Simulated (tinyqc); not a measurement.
## Van der Pauw, Hall and four-point-probe measurements on a doped layer: correction factor against the shape of the sample

A uniform n-type layer with sheet resistance Rs = 1/(q ns mu), point contacts, low field (mu B small).

Rs = 1/(q ns mu). For a rectangle with contacts at the corners, RA = (8 Rs/pi) sum_(k>=0) ln coth((2k + 1) pi a/(2 b)) with current along a short side b and voltage along the opposite one, RB the same with a and b exchanged. ar = a/b. F = Rs/[(pi/ln 2)(RA + RB)/2]; small-asymmetry estimate 1 - (ln 2/2) d^2 - ((ln 2)^2/4 - (ln 2)^3/12) d^4 with d = (RB - RA)/(RB + RA).

Inputs (values chosen for the exercise): sheet density of the layer ns = 8e11 cm^-2; drift mobility mu = 2100 cm^2/(V s).

Constants: q = 1.602176634e-19 C. Results are converted to the units shown.

Result of one run:

| RA (ohm) | RB (ohm) | RB/RA | F | estimate of F |
|---|---|---|---|---|
| 819.70 | 819.70 | 1.0000 | 1.0000 | 1.0000 |

Which side ratio a/b of a rectangular sample with corner contacts ar gave this result: 1, 1.23, 2.14 or 2.37?

ar = 1.

The whole series:

| ar | RA (ohm) | RB (ohm) | RB/RA | F | estimate of F |
|---|---|---|---|---|---|
| 1 | 819.70 | 819.70 | 1.0000 | 1.0000 | 1.0000 |
| 1.23 | 397.21 | 1483.2 | 3.7341 | 0.87182 | 0.87413 |
| 1.46 | 192.76 | 2240.3 | 11.622 | 0.67381 | 0.70823 |
| 1.69 | 93.577 | 3046.3 | 32.554 | 0.52212 | 0.62128 |
| 1.91 | 46.881 | 3840.5 | 81.922 | 0.42172 | 0.58618 |
| 2.14 | 22.761 | 4683.0 | 205.75 | 0.34838 | 0.57126 |
| 2.37 | 11.050 | 5531.7 | 500.59 | 0.29577 | 0.56529 |
| 2.6 | 5.3650 | 6383.4 | 1189.8 | 0.25661 | 0.56285 |

RB/RA rises from 1.00 to 1190 and F falls from 1.00 to 0.257. The estimate is 5.1 % above F at a/b = 1.46 and 2.19 times it in the last row. RA shrinks about as exp(-pi a/b): by a factor of 2.06 between the last two rows, against 2.06.

tinyqc, about 0.01 s, one thread, Intel Xeon 2.30GHz (shared host): `OMP_NUM_THREADS=1 python tinyqc.py 2850202 2850203 out.jsonl`
